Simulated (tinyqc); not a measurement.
Band bending at a free surface with a continuum of surface states, surface photovoltage and Kelvin probe: two steps of the calculation.

n-type bulk, xi = Ec - EF = Vt ln(Nc/Nd), p0 = ni^2/Nd, ni = sqrt(Nc Nv) exp(-Eg/(2 Vt)), Eg in volts. b is the upward band bending, u = b/Vt. Space charge per area, in units of q: Qc = sign(b) sqrt((2 eps0 eps_r Vt/q) [(Nd + dn)(exp(-u) - 1) + Nd u + (p0 + dn)(exp(u) - 1)]), with dn the excess density under light (flat quasi-Fermi levels; 0 in the dark). The states hold -Ds (E0 - xi - b): negative while the Fermi level lies above the neutrality level. Neutrality: Qc + Qf + (charge of the states) = 0.

Values chosen for this exercise; band and dielectric values close to those of gallium nitride:
```
symbol    value         unit                                                    meaning
T           300            K                                                temperature
Eg         3.39           eV                                                   band gap
eps_r      9.51                                                   relative permittivity
Nc      2.33e18        cm^-3                     conduction-band density of states at T
Nv      4.61e19        cm^-3                        valence-band density of states at T
chi        4.14           eV                                          electron affinity
Nd       4.6e16        cm^-3                                              donor density
Qf            0        cm^-2                       fixed positive charge at the surface
pt         5.27           eV                             work function of the probe tip
Ds       4.4e12  cm^-2 eV^-1                                  density of surface states
E0         0.48           eV  depth of their neutrality level below the conduction edge
```

Constants: q = 1.602176634e-19 C, kB = 1.380649e-23 J/K, Vt = kB T/q, eps0 = 8.8541878128e-14 F/cm where lengths are in cm. Results are converted to the units shown.

Problem 1. Band bending in the dark. Newton step: b(new) = b - (Qc + Qf - Ds (E0 - xi - b))/(dQc/db + Ds), dQc/db = (eps0 eps_r/q) [Nd (1 - exp(-u)) + p0 exp(u)]/Qc.

b at the start = 0.3 V

Find: b after iteration 1.

Solution 1.

b after iteration 1 = 0.29634 V

Problem 2. Work function and Kelvin-probe reading. Work function chi + xi + b; contact potential difference CPD = (work function of the sample) - pt. Depth of EF below Ec at the surface: xi + b. Depletion width Qc/Nd.

converged b = 0.29634021 V

Wanted: xi + b; Qc; Qc/Nd; work function; CPD.

Solution 2.

xi + b = 0.3978 eV
Qc = 3.616e11 cm^-2
Qc/Nd = 78.62 nm
work function = 4.538 eV
CPD = -732.2 mV

The Fermi level lies 82.2 meV above the neutrality level.

tinyqc, about 0.01 s, one thread, Intel Xeon 2.30GHz (shared host): `OMP_NUM_THREADS=1 python tinyqc.py 2430145 2430146 out.jsonl`
